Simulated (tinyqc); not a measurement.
Hall measurement with a parallel conducting layer.

Two layers in parallel, unit Hall factors, low field: 1/Rs = q (ns mu + n2 m2); apparent mobility (ns mu^2 + sg n2 m2^2)/(ns mu + n2 m2); apparent density (ns mu + n2 m2)^2/(ns mu^2 + sg n2 m2^2); a negative value means the sign of the second layer.

Values chosen for this exercise: sheet density of the layer ns = 1.4e12 cm^-2; drift mobility mu = 180 cm^2/(V s); mobility of the parallel layer m2 = 34 cm^2/(V s); sign of its carriers relative to the first layer sg = 1.

Constants: q = 1.602176634e-19 C. Results are converted to the units shown.

Hall measurement with a parallel conducting layer:
columns A: n2 (cm^-2); B: Rs (ohm/square); C: apparent density (cm^-2); D: apparent mobility (cm^2/(V s)); E: share of the conductance in layer 2 (%)
```
A           B         C      D        E
5e9   2.475e4  1.402e12  179.9  0.06741
2e10  2.470e4  1.407e12  179.6   0.2691
8e10  2.450e4  1.427e12  178.4    1.068
3e11  2.380e4  1.504e12  174.3    3.890
1e12  2.182e4  1.758e12  162.6    11.89
6e12  1.369e4  3.976e12  114.7    44.74
2e13     6697  1.268e13  73.48    72.96
1e14     1709  8.286e13  44.07    93.10
4e14    450.6  3.779e14  36.66    98.18
```

What does the table show?

The apparent mobility falls from 180 to 36.7 cm^2/(V s), between mu = 180 and sg m2 = 34. The apparent density never exceeds ns + n2; among the rows it falls to 0.537 of that sum, at n2 = 6e12.

tinyqc, about 0.01 s, one thread, Intel Xeon 2.30GHz (shared host): `OMP_NUM_THREADS=1 python tinyqc.py 2850138 2850139 out.jsonl`
